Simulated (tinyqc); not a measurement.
# Worked calculation: single-junction solar cell, detailed-balance limit

Computed by the program tinyqc: `OMP_NUM_THREADS=1 python tinyqc.py 2820019 2820020 out.jsonl`, one thread of a shared Intel Xeon 2.30GHz, about 0.01 s for the whole run. Printed values are rounded.

Every photon above the gap Eg makes one pair and none below is absorbed; carriers thermalise at T and move without loss. Jsc = q fs X Phi(Eg, Ts); the dark current is J0 = q ge Phi(Eg, T)/ERE with the Boltzmann factor exp(V/Vt). The efficiency is the electrical power over fs X sigma Ts^4.

Parameters, values chosen for the exercise:
```
symbol,value,unit,meaning
T,300,K,cell temperature
Ts,4500,K,temperature of the black-body sun
fs,2.16e-5,,share of the hemisphere filled by the sun
X,1,,concentration
ERE,0.001,,external radiative efficiency
ge,2,,number of faces that emit
Eg,2.12,eV,band gap
```

Constants: q = 1.602176634e-19 C, kB = 1.380649e-23 J/K, h = 6.62607015e-34 J s, c = 299792458 m/s. Results are converted to the units shown.

## Photon flux of the source, term by term

Photon flux above E from a black body at temperature T into a hemisphere: Phi(E, T) = A sum_k exp(-k E/th)[E^2 th/k + 2 E th^2/k^2 + 2 th^3/k^3], k = 1, 2, ..., with th = kB T/q in eV and A = 2 pi q^3/(h^3 c^2). The first six terms at E = Eg, T = Ts are listed; the flux takes all.

th = 0.3877800 eV
A = 9.883290e22 cm^-2 s^-1 eV^-3
terms k = 1..6 (eV^3): 0.01054705  1.865042e-5  4.944119e-8  1.519438e-10  5.041484e-13  1.753060e-15
Phi(Eg, Ts) = 1.044243e21 cm^-2 s^-1

The first term, the Boltzmann limit, holds 99.8 % of the flux.

## Photocurrent, dark current and incident power

Photon flux above E from a black body at temperature T into a hemisphere: Phi(E, T) = A sum_k exp(-k E/th)[E^2 th/k + 2 E th^2/k^2 + 2 th^3/k^3], k = 1, 2, ..., with th = kB T/q in eV and A = 2 pi q^3/(h^3 c^2). Jsc = q fs X Phi(Eg, Ts), J0 = q ge Phi(Eg, T)/ERE. Pin = fs X sigma Ts^4, sigma = 2 pi^5 kB^4/(15 h^3 c^2).

Jsc = 3.613815 mA/cm^2
J0 = 9.161491e-27 mA/cm^2
Pin = 50.22449 mW/cm^2

## Iteration 1: maximum power point by Newton steps

v at the start = 86

With v = V/Vt the power is largest where f = (1 + v) exp(v) - 1 - Jsc/J0 vanishes; f' = (2 + v) exp(v), v(new) = v - f/f'.

f = 1.944665e39
f' = 1.967017e39
v after iteration 1 = 85.01136

## Iteration 2: maximum power point by Newton steps

As before.

f = 7.153556e38
f' = 7.236726e38
v after iteration 2 = 84.02286

## Course of the iteration: maximum power point by Newton steps

Stop when v changes by less than 1e-10, or after 8 iterations.

Course of the iteration:
```
iteration         v  |change|
1          85.01136     0.989
2          84.02286     0.989
3          83.03448     0.988
4          82.04624     0.988
5          81.05814     0.988
6          80.07018     0.988
7          79.08236     0.988
8          78.09470     0.988
```

Not converged within 8 iterations. Each step lowers v by about 0.99: far above the root the exponential dominates f, and a Newton step on it has a length near one. The root is 57.18. A rerun with substitution, v(new) = ln[(1 + Jsc/J0)/(1 + v)], from the same start converges in 8 iterations.
